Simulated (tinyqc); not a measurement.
MOS inversion layer, Poisson-Schroedinger loop: mixing schemes compared.

Electrons confined at an insulator interface at z = 0, treated as a hard wall; parabolic valleys, Hartree approximation, no image or exchange terms. The depletion charge lies far deeper than the electrons and gives a uniform field q Nd/(eps0 eps_r); the gate balances all charge. Energies are counted from the band edge at the interface.

V0 = q Nd z/(eps0 eps_r) in eV.

Tridiagonal Hamiltonian with psi = 0 one step beyond both ends: H_ii = C (1/m_(i-1/2) + 1/m_(i+1/2))/hz^2 + V0_i + U_i (+ dE for the set B), H_(i,i+1) = -C/(m_(i+1/2) hz^2), C = hbar^2/(2 m0). The lowest 2 level(s) of each valley set are kept, normalised to hz sum |psi|^2 = 1. The mass is the same on all intervals.

Level k holds N_k = D_k Vt ln(1 + exp((EF - E_k)/Vt)) with D = 4 md1 m0 q/(pi hbar^2) for the set A, D = 2 md2 m0 q/(pi hbar^2) for the set B per eV (spin included); EF is fixed by sum N_k = Ns.

n_i = sum_k N_k |psi_k|^2 (converted to cm^-3). Hartree part by Gauss: on the interval before node i the electrons still beyond are S_i = Ns - hz sum_(j<i) n_j, and U_i = U_(i-1) + q S_i hz/(eps0 eps_r) in eV, U_0 = 0 at the interface. Mixing: U(new) = U + a (U(out) - U).

Rounds from U = 0 until the largest |U(out) - U| is below 1e-7 eV (the round that meets it is counted). Anderson mixing of depth m keeps the last m inputs V and residuals F = V(out) - V(in), fits c by least squares to F = dF c over their successive differences dF, dV, and sets V(new) = V + a F - (dV + a dF) c.

Values chosen for this exercise; masses and permittivity close to those of silicon (110): temperature T = 300 K; relative permittivity eps_r = 11.6; mass along z of valley set A (4 valley(s)) mz1 = 0.32 m0; in-plane density-of-states mass of set A md1 = 0.322 m0; mass along z of valley set B (2 valley(s)) mz2 = 0.193 m0; in-plane density-of-states mass of set B md2 = 0.419 m0; sheet density of electrons Ns = 5e12 cm^-2; sheet density of depletion charge Nd = 1.9e11 cm^-2; extra shift of set B (strain) dE = 0 eV; mesh step hz = 0.94 nm.

Constants: q = 1.602176634e-19 C, kB = 1.380649e-23 J/K, hbar = 1.054571817e-34 J s, m0 = 9.1093837015e-31 kg, Vt = kB T/q, eps0 = 8.8541878128e-14 F/cm where lengths are in cm, hbar^2/(2 m0) = 0.0380998212 eV nm^2. Results are converted to the units shown.

| node | z (nm) |
|---|---|
| 1 | 0.94 |
| 2 | 1.88 |
| 3 | 2.82 |
| 4 | 3.76 |
| 5 | 4.7 |
| 6 | 5.64 |
| 7 | 6.58 |
| 8 | 7.52 |
| 9 | 8.46 |
| 10 | 9.4 |
| 11 | 10.34 |
| 12 | 11.28 |
| 13 | 12.22 |
| 14 | 13.16 |
| 15 | 14.1 |
| 16 | 15.04 |
| 17 | 15.98 |
| 18 | 16.92 |

Rounds needed:

| a | depth m | rounds |
|---|---|---|
| 1 | plain | over 150 |
| 0.8 | plain | 133 |
| 0.6 | plain | 17 |
| 0.4 | plain | 28 |
| 0.2 | plain | 63 |
| 0.1 | plain | 131 |
| 0.5 | 2 | 14 |
| 0.5 | 4 | 11 |
| 0.5 | 8 | 13 |

What does the comparison show?

Among the plain runs a = 0.6 is fastest, with 17 rounds; larger factors overshoot and smaller ones creep. Not converged within 150 rounds: a = 1. Anderson mixing needs 11 to 14 rounds.

Numbers from tinyqc (`OMP_NUM_THREADS=1 python tinyqc.py 2160035 2160036 out.jsonl`; about 1 s on one thread of a shared Intel Xeon 2.30GHz).
